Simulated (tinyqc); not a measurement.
What moves the count of states: density of states of one tight-binding band of a chain.

E(k) = -2 t cos(2 pi k) - 2 t2 cos(4 pi k); k in fractions of the reciprocal vectors, mesh k_i = j/N with j = 0 .. N-1. Densities are per cell and per spin, so the band holds one state.

Each interval of the mesh is a segment with E linear in k: n = (E - e1)/(e2 - e1), g = 1/(e2 - e1) between its end values.

Gaussian broadening: g(E) = mean over the mesh of exp(-(E - E_k)^2/(2 sigma^2))/(sigma sqrt(2 pi)), n(E) = mean of erfc((E_k - E)/(sigma sqrt 2))/2.

Parameters, chosen for this exercise: t = 2.43 eV (nearest hopping); t2 = 0.34 eV (second hopping); E = 1.43 eV (energy at which the density is wanted); sigma = 0.486 eV (Gaussian width).

Linear method and Gaussian sum with N = 400.

Results for these values:
```
case  n linear  g linear (1/eV)  n Gaussian  g Gaussian (1/eV)
base    0.5517           0.0731      0.5533             0.0742
```

What happens to each result for sigma = 0.972 eV, all else kept?

Answer: n linear does not change at the printed digits; g linear does not change at the printed digits; n Gaussian rises from 0.5533 to 0.5593; g Gaussian rises from 0.0742 to 0.0798.

The same for each parameter in turn:
```
case              n linear  g linear (1/eV)  n Gaussian  g Gaussian (1/eV)
base                0.5517           0.0731      0.5533             0.0742
t = 2.673 eV        0.5465           0.0651      0.5477             0.0657
E = 1.673 eV        0.5698           0.0759      0.5717             0.0780
sigma = 0.972 eV    0.5517           0.0731      0.5593             0.0798
t2 = 0.462 eV       0.5346           0.0714      0.5365             0.0734
```

Computed by tinyqc, a small Python program: `OMP_NUM_THREADS=1 python tinyqc.py 1681886 1681887 out.jsonl` (the numbers bound the seed that draws the inputs); one thread of a shared host (Intel(R) Xeon(R) Processor @ 2.30GHz), about 0.01 s for the whole set of steps.
